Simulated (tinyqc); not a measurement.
# Gate-all-around wire with two subbands, quantum capacitance: effects of single changes

phi is the Fermi level above the lowest subband edge, in volts; Vg is counted from the gate voltage at which an empty wire would have phi = 0. Both directions of motion are filled (equilibrium).

Parameters, values chosen for the exercise: temperature T = 300 K; relative permittivity of the gate insulator (close to silicon dioxide) eox = 3.9; insulator thickness tox = 20 nm; mass along the wire md = 0.2 m0; valley degeneracy gv = 4; second subband above the first E2 = 0.21 eV; orbital degeneracy of the second subband g2 = 1; radius of the wire rw = 4.5 nm; gate voltage Vg = 0.31 V.

Constants: q = 1.602176634e-19 C, kB = 1.380649e-23 J/K, hbar = 1.054571817e-34 J s, m0 = 9.1093837015e-31 kg, Vt = kB T/q, eps0 = 8.8541878128e-14 F/cm where lengths are in cm. Results are converted to the units shown.

Each table varies one quantity; the others keep the values above.

## Effect of the gate voltage

N1 = gv sqrt(2 md m0 kB T/(pi hbar^2)); n1 = N1 F(phi/Vt), n2 = g2 N1 F((phi - E2)/Vt), n = n1 + n2, F(e) = (1/sqrt(pi)) int_0^infinity u^(-1/2) du/(1 + exp(u - e)); Cq = q dn/dphi = (q N1/Vt) [F'(phi/Vt) + g2 F'((phi - E2)/Vt)]. Cox = 2 pi eps0 eox/ln(1 + tox/rw) per length; Vg = phi + q n/Cox. 1/C_G = 1/Cox + 1/(Cq); dphi/dVg = Cox/(Cox + Cq).

The same in every row: Cox (pF/cm) = 1.2803.

Result of one run:

| Vg (V) | phi (V) | n (cm^-1) | Cq (pF/cm) | C_G (pF/cm) | dphi/dVg | share of the second band (%) |
|---|---|---|---|---|---|---|
| 0.24 | -0.029834 | 2.1563e6 | 11.053 | 1.1474 | 0.10381 | 0.036058 |

What becomes of these results when the gate voltage Vg is changed from 0.24 to 0.13 V, all else the same?

Result of the changed run:

| Vg (V) | phi (V) | n (cm^-1) | Cq (pF/cm) | C_G (pF/cm) | dphi/dVg | share of the second band (%) |
|---|---|---|---|---|---|---|
| 0.13 | -0.043188 | 1.3840e6 | 7.6049 | 1.0959 | 0.14410 | 0.033517 |

The whole series:

| Vg (V) | phi (V) | n (cm^-1) | Cq (pF/cm) | C_G (pF/cm) | dphi/dVg | share of the second band (%) |
|---|---|---|---|---|---|---|
| -0.2 | -0.20045 | 3568.0 | 0.022106 | 0.021731 | 0.98303 | 0.029659 |
| -0.09 | -0.10663 | 1.3293e5 | 0.81454 | 0.49783 | 0.61118 | 0.029988 |
| 0.02 | -0.063667 | 6.6861e5 | 3.9123 | 0.96465 | 0.24657 | 0.031419 |
| 0.13 | -0.043188 | 1.3840e6 | 7.6049 | 1.0959 | 0.14410 | 0.033517 |
| 0.24 | -0.029834 | 2.1563e6 | 11.053 | 1.1474 | 0.10381 | 0.036058 |
| 0.36 | -0.018819 | 3.0273e6 | 14.317 | 1.1752 | 0.082087 | 0.039328 |
| 0.47 | -0.010462 | 3.8395e6 | 16.810 | 1.1897 | 0.070774 | 0.042840 |
| 0.58 | -0.0030975 | 4.6597e6 | 18.834 | 1.1988 | 0.063653 | 0.046932 |
| 0.69 | 0.0036315 | 5.4850e6 | 20.414 | 1.2048 | 0.059018 | 0.051721 |
| 0.8 | 0.0099452 | 6.3136e6 | 21.584 | 1.2087 | 0.055997 | 0.057359 |

As Vg goes from -0.2 to 0.8, Cq rises from 0.0221 to 21.6 pF/cm, C_G/Cox rises from 0.0170 to 0.944 and n rises from 3570 to 6.31e6 cm^-1. Cq is below Cox for Vg = -0.2, -0.09; there the density of states limits the response dn/dVg more than the insulator does.

## Effect of the mass along the wire

Same model as above.

The same in every row: Cox (pF/cm) = 1.280.

Effect of the mass along the wire:

| md (m0) | phi (V) | n (cm^-1) | Cq (pF/cm) | C_G (pF/cm) | dphi/dVg | share of the second band (%) |
|---|---|---|---|---|---|---|
| 0.02 | 0.01772 | 2.336e6 | 7.132 | 1.085 | 0.1522 | 0.06622 |
| 0.034 | 0.006677 | 2.424e6 | 8.667 | 1.116 | 0.1287 | 0.05429 |
| 0.057 | -0.002893 | 2.500e6 | 10.08 | 1.136 | 0.1127 | 0.04706 |
| 0.097 | -0.01187 | 2.572e6 | 11.42 | 1.151 | 0.1008 | 0.04217 |
| 0.16 | -0.01974 | 2.635e6 | 12.56 | 1.162 | 0.09253 | 0.03900 |
| 0.28 | -0.02804 | 2.701e6 | 13.69 | 1.171 | 0.08554 | 0.03651 |
| 0.47 | -0.03538 | 2.760e6 | 14.61 | 1.177 | 0.08057 | 0.03485 |
| 0.8 | -0.04266 | 2.818e6 | 15.45 | 1.182 | 0.07652 | 0.03360 |

What does the table show?

As md goes from 0.02 to 0.8, Cq rises from 7.13 to 15.5 pF/cm, C_G/Cox rises from 0.848 to 0.923 and n rises from 2.34e6 to 2.82e6 cm^-1. Cq exceeds Cox in every row, so the insulator is the tighter limit, though Cq still cuts C_G by up to 15 %.

Numbers from tinyqc (`OMP_NUM_THREADS=1 python tinyqc.py 2200010 2200011 out.jsonl`; about 0.01 s on one thread of a shared Intel Xeon 2.30GHz).
